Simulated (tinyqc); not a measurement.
# Fermi-level pinning at a metal contact (Cowley-Sze model): two studies

Interface states of density Ds lie behind a thin layer of thickness dl. Neglecting the depletion charge, the barrier for electrons is phi = S (pM - chi) + (1 - S) E0 with S = 1/(1 + q Ds dl/(eps0 ei)); the barrier for holes is Eg - phi.

Parameters, values chosen for the exercise; material values those of a made-up semiconductor: band gap Eg = 0.967 eV; electron affinity chi = 3.64 eV; density of interface states Ds = 3.8e12 cm^-2 eV^-1; depth of their neutrality level below the conduction edge E0 = 0.5 eV; thickness of the interface layer dl = 0.38 nm; its relative permittivity ei = 2.2; metal work function pM = 4.13 eV.

Constants: q = 1.602176634e-19 C, eps0 = 8.8541878128e-14 F/cm where lengths are in cm. Results are converted to the units shown.

Each table varies one quantity; the others keep the values above.

## Barrier against work function

phi is listed beside the Schottky-Mott value pM - chi.

Barrier against work function:

| pM (eV) | pM - chi (eV) | phi (eV) |
|---|---|---|
| 3.4 | -0.2400 | -0.1614 |
| 3.7 | 0.06000 | 0.1067 |
| 4 | 0.3600 | 0.3749 |
| 4.3 | 0.6600 | 0.6430 |
| 4.6 | 0.9600 | 0.9112 |
| 4.9 | 1.260 | 1.179 |
| 5.2 | 1.560 | 1.447 |
| 5.5 | 1.860 | 1.716 |
| 5.8 | 2.160 | 1.984 |

phi rises with slope S = 0.894, by 2.15 eV over 2.40 eV of work function, and equals the Schottky-Mott value at pM = chi + E0 = 4.14 eV. For pM = 3.4, 4.9, 5.2, 5.5, 5.8 phi lies outside the gap, where band states take over and the formula no longer holds.

## Unpinning by a thin insulator

Same model as above.

An inserted insulator of thickness t and permittivity 6 damps the metal-induced states, Ds(t) = Ds exp(-t/0.3 nm), and adds t/6 to dl/ei.

Unpinning by a thin insulator:

| t (nm) | Ds(t) (cm^-2 eV^-1) | S | phi (eV) |
|---|---|---|---|
| 0 | 3.800e12 | 0.8938 | 0.4911 |
| 0.3 | 1.398e12 | 0.9467 | 0.4905 |
| 0.6 | 5.143e11 | 0.9752 | 0.4902 |
| 0.9 | 1.892e11 | 0.9891 | 0.4901 |
| 1.2 | 6.960e10 | 0.9953 | 0.4900 |
| 1.5 | 2.560e10 | 0.9980 | 0.4900 |
| 1.8 | 9.419e9 | 0.9992 | 0.4900 |
| 2.1 | 3.465e9 | 0.9997 | 0.4900 |
| 2.4 | 1.275e9 | 0.9999 | 0.4900 |

S rises from 0.894 to 1.00, and phi stays near 0.490 eV, towards pM - chi = 0.490 eV. The insulator also adds a tunnelling resistance, which is not counted here and sets a best thickness.

Computed by the program tinyqc: `OMP_NUM_THREADS=1 python tinyqc.py 2430052 2430053 out.jsonl`, one thread of a shared Intel Xeon 2.30GHz, about 0.01 s for the whole run.
